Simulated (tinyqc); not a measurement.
Inside a calculation. Method: Pariser-Parr-Pople SCF with singles CI, for the molecule c1ccc2ccccc2c1 (SMILES; centres numbered as the heavy atoms are written). One step of it, computed by the program tinyqc.

Task: Singles CI, triplets. Over the 9 single excitations with the smallest orbital gaps: A = (e_a - e_i) delta - (ij|ab), with (pq|rs) = sum c_mp c_mq gamma_mn c_nr c_ns.

orbital energies (eV): [-14.359732, -12.420526, -11.409587, -10.318470, -9.267375, -1.922625, -0.871530, 0.219587, 1.230526, 3.169732]

coefficients, order 1C, 2C, 3C, 4C, 5C, 6C, 7C, 8C, 9C, 10C:
```
[[0.239846, 0.424833, -0.183670, -0.398421, -0.263660, -0.263660, 0.398421, -0.183670, 0.424833, -0.239846],
 [0.239846, 0.424833, 0.183670, -0.398421, 0.263660, -0.263660, -0.398421, -0.183670, -0.424833, 0.239846],
 [0.301731, 0.263660, 0.398690, -0.002155, 0.424833, 0.424833, 0.002155, 0.398690, 0.263660, -0.301731],
 [0.450405, 0.000000, 0.338560, 0.427214, 0.000000, 0.000000, 0.427214, -0.338560, 0.000000, 0.450405],
 [0.301731, -0.263660, 0.398690, -0.002155, -0.424833, -0.424833, 0.002155, 0.398690, -0.263660, -0.301731],
 [0.239846, -0.424833, 0.183670, -0.398421, -0.263660, 0.263660, -0.398421, -0.183670, 0.424833, 0.239846],
 [0.239846, -0.424833, -0.183670, -0.398421, 0.263660, 0.263660, 0.398421, -0.183670, -0.424833, -0.239846],
 [0.301731, -0.263660, -0.398690, -0.002155, 0.424833, -0.424833, -0.002155, 0.398690, 0.263660, 0.301731],
 [0.450405, 0.000000, -0.338560, 0.427214, 0.000000, 0.000000, -0.427214, -0.338560, 0.000000, -0.450405],
 [0.301731, 0.263660, -0.398690, -0.002155, -0.424833, 0.424833, -0.002155, 0.398690, -0.263660, 0.301731]]
```

repulsion gamma_rs (eV), order 1C, 2C, 3C, 4C, 5C, 6C, 7C, 8C, 9C, 10C:
```
[[11.130000, 5.345539, 3.871994, 3.517359, 2.621214, 2.270597, 2.343780, 2.881359, 3.872154, 5.344569],
 [5.345539, 11.130000, 5.344569, 3.872154, 2.881359, 2.343780, 2.270597, 2.621214, 3.517359, 3.871994],
 [3.871994, 5.344569, 11.130000, 5.346287, 3.873196, 2.881359, 2.621214, 2.881514, 3.872515, 3.517455],
 [3.517359, 3.872154, 5.346287, 11.130000, 5.346287, 3.872154, 3.517359, 3.872515, 5.345539, 3.872515],
 [2.621214, 2.881359, 3.873196, 5.346287, 11.130000, 5.344569, 3.871994, 3.517455, 3.872515, 2.881514],
 [2.270597, 2.343780, 2.881359, 3.872154, 5.344569, 11.130000, 5.345539, 3.871994, 3.517359, 2.621214],
 [2.343780, 2.270597, 2.621214, 3.517359, 3.871994, 5.345539, 11.130000, 5.344569, 3.872154, 2.881359],
 [2.881359, 2.621214, 2.881514, 3.872515, 3.517455, 3.871994, 5.344569, 11.130000, 5.346287, 3.873196],
 [3.872154, 3.517359, 3.872515, 5.345539, 3.872515, 3.517359, 3.872154, 5.346287, 11.130000, 5.346287],
 [5.344569, 3.871994, 3.517455, 3.872515, 2.881514, 2.621214, 2.881359, 3.873196, 5.346287, 11.130000]]
```

Give: triplet CI matrix; triplet excitation energies.

Result:

triplet CI matrix (eV), order 5>6, 4>6, 5>7, 4>7, 5>8, 3>6, 2>6, 5>9, 4>8:
```
[[2.671, 0.000, 0.000, 0.253, 0.000, 0.000, 0.000, 0.000, 0.000],
 [0.000, 4.188, 0.253, 0.000, 0.000, 0.000, 0.000, 0.000, 0.000],
 [0.000, 0.253, 4.188, 0.000, 0.000, 0.000, 0.000, 0.000, 0.000],
 [0.253, 0.000, 0.000, 4.511, 0.000, 0.000, 0.000, 0.000, 0.000],
 [0.000, 0.000, 0.000, 0.000, 4.826, -1.261, 0.000, 0.000, 0.000],
 [0.000, 0.000, 0.000, 0.000, -1.261, 4.826, 0.000, 0.000, 0.000],
 [0.000, 0.000, 0.000, 0.000, 0.000, 0.000, 6.163, -0.900, 0.818],
 [0.000, 0.000, 0.000, 0.000, 0.000, 0.000, -0.900, 6.163, 0.244],
 [0.000, 0.000, 0.000, 0.000, 0.000, 0.000, 0.818, 0.244, 6.122]]
```

triplet excitation energies (eV): [2.637, 3.565, 3.935, 4.441, 4.545, 4.809, 6.086, 6.383, 7.256]
